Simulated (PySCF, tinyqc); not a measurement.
Inside a calculation. Method: FCI on RHF in the sto-3g basis, for H3-, spin multiplicity 1. The basis has no diffuse functions, so it cannot describe the extra electron: this is an exercise in the method, not the real anion. The lowest restricted solution is unstable here: a spin-polarised one lies 0.1822 hartree lower (PySCF). One step of it, computed by the program tinyqc.

Problem. FCI: determinants and Hamiltonian. Slater-Condon rules over spin orbitals, with the nuclear repulsion added and E(HF) subtracted on the diagonal.

one-electron integrals over orbitals h = C^T H C (hartree):
$$\begin{pmatrix}
-1.498400 & -0.083054 & 0.000000 \\
-0.083054 & -1.055310 & 0.000000 \\
0.000000 & 0.000000 & -1.040235
\end{pmatrix}$$

Two-electron integrals over orbitals (pq|rs), unique and non-zero (hartree):
```
(11|11) 0.550902    (21|11) -0.037611   (21|21) 0.097720    (22|11) 0.476560
(22|21) 0.120665    (22|22) 0.701279    (31|31) 0.181409    (32|31) -0.086077
(32|32) 0.047147    (33|11) 0.560077    (33|21) -0.085094   (33|22) 0.420539
(33|33) 0.618142
```

nuclear repulsion = 1.28854663 hartree

Hartree-Fock energy = -0.85589625 hartree

Give: determinants; H - E(HF) between determinants.

Solution.

Occupation strings over the orbitals (2 doubly, a alpha, b beta, 0 empty; spin orbitals ordered 1a 1b 2a 2b ...): 220 2ab a2b 2ba b2a 202 ab2 ba2 022

H - E(HF) between determinants (hartree):
```
         220      2ab      a2b      2ba      b2a      202      ab2      ba2
220   0.0000   0.0000   0.0000   0.0000   0.0000   0.0471   0.0861  -0.0861
2ab   0.0000  -0.1823  -0.0010  -0.0471   0.0861   0.0000   0.0000   0.0000
a2b   0.0000  -0.0010   0.4059   0.0861  -0.1814   0.0000   0.0000   0.0000
2ba   0.0000  -0.0471   0.0861  -0.1823  -0.0010   0.0000   0.0000   0.0000
b2a   0.0000   0.0861  -0.1814  -0.0010   0.4059   0.0000   0.0000   0.0000
202   0.0471   0.0000   0.0000   0.0000   0.0000   0.1137  -0.2048   0.2048
ab2   0.0861   0.0000   0.0000   0.0000   0.0000  -0.2048   0.3376  -0.0977
ba2  -0.0861   0.0000   0.0000   0.0000   0.0000   0.2048  -0.0977   0.3376
022   0.1814   0.0000   0.0000   0.0000   0.0000   0.0977  -0.0465   0.0465

         022
220   0.1814
2ab   0.0000
a2b   0.0000
2ba   0.0000
b2a   0.0000
202   0.0977
ab2  -0.0465
ba2   0.0465
022   0.8606
```
